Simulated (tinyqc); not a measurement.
Direct against trap-assisted paths: tunnelling through a thin dielectric with one trap, as a tight-binding chain.

Hopping -t everywhere, t = c/(m a^2), c = hbar^2/2m0; lead sites at 2t (band bottom 0), barrier sites 1 to N at 2t + phi, and site j has U besides. No voltage. Leads give S = -t exp(ika) on sites 1 and N, cos(ka) = 1 - E/(2t). T = (2 t sin(ka))^2 |G_1N|^2, G = (E - H - S)^-1. In the barrier cosh(q a) = 1 + (phi - E)/(2t).

Resonance: the lowest eigenvalue of H + S(E), iterated until its real part equals E (40 rounds from Eb = phi + 2t - sqrt(4t^2 + U^2), the level in an endless barrier). With v the normalised squared amplitudes of that state, Gamma_L = 2 t sin(ka) v_1, Gamma_R = 2 t sin(ka) v_N; Breit-Wigner T = Gamma_L Gamma_R/((E - Er)^2 + (Gamma_L + Gamma_R)^2/4).

Constants: hbar^2/2m0 = 3.80998211 eV angstrom^2.

Values chosen for the exercise (barrier and mass of the size used for SiO2 on silicon; shifted at random, so the results belong to these values and not to a real crystal): a = 3 angstrom (site spacing); m = 0.48 m0 (mass, the same in leads and barrier); phi = 2.87 eV (conduction edge of the barrier above that of the leads); U = -2.32 eV (extra energy on the trap site).

N odd, the trap in the middle, j = (N + 1)/2. Direct T is that without trap at the energy Er; area = 2 pi Gamma_L Gamma_R/(Gamma_L + Gamma_R). The exponents are the slopes of the logarithms between the last two rows, per angstrom.

Against thickness:
```
N   N a (angstrom)  Er (eV)  direct T  area (meV)
5             15.0   1.7289  5.09e-05        42.1
7             21.0   1.7206  6.39e-07        4.65
9             27.0   1.7196  8.21e-09       0.526
11            33.0   1.7195  1.06e-10      0.0597
13            39.0   1.7195  1.36e-12     0.00678
15            45.0   1.7195  1.76e-14    0.000769
17            51.0   1.7195  2.27e-16    8.74e-05
```

exponents (1/angstrom): direct 0.7252, through the trap 0.3626

The direct path falls as exp(-0.725 d) and the path through a central trap as exp(-0.363 d), 2.00 times more slowly, since each step crosses half the layer. From 5 to 17 sites the first loses 11.4 decades and the second 5.7: in thicker layers even few traps rule the leakage. Inelastic capture with phonons is left out.

tinyqc: `OMP_NUM_THREADS=1 python tinyqc.py 1451764 1451765 out.jsonl`; about 0.05 s, one thread, shared Intel(R) Xeon(R) Processor @ 2.30GHz.
